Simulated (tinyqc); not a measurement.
Gate-all-around wire, scale length and short-channel effects: two steps of the calculation.

A round wire of diameter ts in an insulator shell of thickness ti under a surrounding gate. Below threshold the potential that source and drain add obeys Laplace's equation and vanishes on the gate. Its lowest mode decays along the channel as exp(-k y); k is the smallest positive root of the matching condition at the interface, and the scale length is Lambda = pi/k.

Values chosen for this exercise; permittivities: semiconductor made up, insulator close to that of hafnium oxide:
```
symbol  value  unit                                     meaning
T         350     K                                 temperature
eps_r    11.5        relative permittivity of the semiconductor
ei       21.4            relative permittivity of the insulator
ti        5.1    nm                         insulator thickness
ts        3.2    nm                               wire diameter
L          25    nm                              channel length
Vbi      0.91     V                     potential of the source
sT       0.53     V   potential of the barrier top at threshold
VTL       0.3     V                      long-channel threshold
m           1                          long-channel body factor
Vds       0.7     V                               drain voltage
```

Constants: q = 1.602176634e-19 C, kB = 1.380649e-23 J/K, Vt = kB T/q. Results are converted to the units shown.

Problem 1. Decay constant by Newton steps. f(k) = ei J0(u)[J1(u) Y0(v) - Y1(u) J0(v)] - eps_r J1(u)[J0(u) Y0(v) - Y0(u) J0(v)], u = k ts/2, v = u + k ti; f' by a central difference with +/- 1e-5 1/nm; k(new) = k - f/f'.

k after iteration 1 = 0.37013065 1/nm

Give: f; f'; k after iteration 2.

Solution 1.

f = 0.3684
f' = -77.69 nm
k after iteration 2 = 0.3749 1/nm

Problem 2. Threshold shift, barrier position and swing. Along the channel psi(y) = s + a exp(y/l) + b exp(-y/l) with psi(0) = Vbi, psi(L) = Vbi + Vds and l = 1/k = Lambda/pi; with A = Vbi - s, B = A + Vds, x = exp(-L/l): a = (B - A x) x/(1 - x^2), b = (A - B x)/(1 - x^2). The minimum is s + 2 sqrt(a b), at y = (l/2) ln(b/a). The long-channel potential follows the gate as s = sT + (Vg - VTL)/m, and the threshold VT is the gate voltage at which the minimum equals sT. Swing = m Vt ln 10/g at threshold, g = d(minimum)/ds = 1 - (b x + a)/((1 + x) sqrt(a b)).

l = 2.6669105 nm

Give: s at threshold; a; b; position of the minimum; VT; swing.

Solution 2.

s at threshold = 0.5179 V
a = 9.270e-5 V
b = 0.3920 V
position of the minimum = 11.13 nm
VT = 0.2879 V
swing = 70.93 mV/decade

The threshold lies 12.1 mV below the long-channel value, and the barrier top sits at 0.45 L from the source.

Program tinyqc, `OMP_NUM_THREADS=1 python tinyqc.py 2420025 2420026 out.jsonl`; Intel Xeon 2.30GHz, shared host, one thread, about 0.01 s.
